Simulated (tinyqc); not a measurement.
Raising U: Hubbard chain of 5 sites, mean field against exact. Computed by the program tinyqc. Command: `OMP_NUM_THREADS=1 python tinyqc.py 113694 113695 out.jsonl`; one thread of a shared host (Intel(R) Xeon(R) Processor @ 2.60GHz), about 6 s.

one-body matrix (hopping and site energies) (eV):
```
         1        2        3        4        5
1  -0.2600  -1.6900   0.0000   0.0000   0.0000
2  -1.6900  -0.5400  -1.6900   0.0000   0.0000
3   0.0000  -1.6900  -0.0500  -1.6900   0.0000
4   0.0000   0.0000  -1.6900  -0.5600  -1.6900
5   0.0000   0.0000   0.0000  -1.6900   0.5300
```

electrons, up and down: 3  2

Collinear unrestricted mean field (the lowest of 40 random starts) against exact diagonalisation.

Exact and mean-field results (eV):

| U | U/t | E exact | E mean field | mean \|n_up - n_down\| | double occupancy, exact | first gap in the sector |
|---|---|---|---|---|---|---|
| 0.8400 | 0.4970 | -9.316591 | -9.281962 | 0.2186 | 0.2201 | 1.5286 |
| 1.6900 | 1.0000 | -8.429440 | -8.288642 | 0.2648 | 0.1973 | 1.4975 |
| 3.3800 | 2.0000 | -6.952188 | -6.447795 | 0.4431 | 0.1529 | 1.3280 |
| 5.0700 | 3.0000 | -5.827864 | -5.035720 | 0.6756 | 0.1146 | 1.1351 |
| 6.7600 | 4.0000 | -4.989291 | -4.117678 | 0.8066 | 0.0854 | 0.9671 |
| 10.1400 | 6.0000 | -3.885160 | -3.093347 | 0.9118 | 0.0494 | 0.7237 |
| 13.5200 | 8.0000 | -3.221514 | -2.553575 | 0.9501 | 0.0311 | 0.5691 |
| 20.2800 | 12.0000 | -2.487992 | -2.001909 | 0.9778 | 0.0151 | 0.3936 |
| 33.8000 | 20.0000 | -1.860431 | -1.554986 | 0.9920 | 0.0057 | 0.2409 |

In absolute terms mean field is worst at U/t = 4.0, 0.872 eV too high: at small U it is nearly exact, and at large U it misses only exchange-scale energies. Relative to the exact energy its error is 0.4 % at the smallest U, 21 % at most and 16 % at the largest. The double occupancy falls from 0.220 to 0.006.
